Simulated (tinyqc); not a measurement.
# Fermi-level pinning from two metals

Question. Cowley-Sze model with the space charge neglected: phiB = S (phiM - chi) + (1 - S)(Eg - phi0), S = 1/(1 + q Dit dl/(eps0 ei)), dl in cm. Find S, phi0 and Dit.

Values chosen for this exercise; band and dielectric values those of a made-up semiconductor: band gap Eg = 1.54 eV; electron affinity chi = 4.16 eV; thickness of the interfacial layer dl = 0.2 nm; relative permittivity of the interfacial layer ei = 3.9.

Constants: q = 1.602176634e-19 C, eps0 = 8.8541878128e-14 F/cm where lengths are in cm. Results are converted to the units shown.

barriers for metals with phiM = 4.51 and 5.47 eV (eV): [0.55535432, 1.2415486]

Solution. S is the slope of phiB against phiM; either barrier then gives phi0, and S gives Dit.

S = 0.7148
phi0 = 0.4700 eV
Dit = 4.300e13 cm^-2 eV^-1

Program tinyqc, `OMP_NUM_THREADS=1 python tinyqc.py 2020039 2020040 out.jsonl`; Intel Xeon 2.30GHz, shared host, one thread, about 0.03 s.
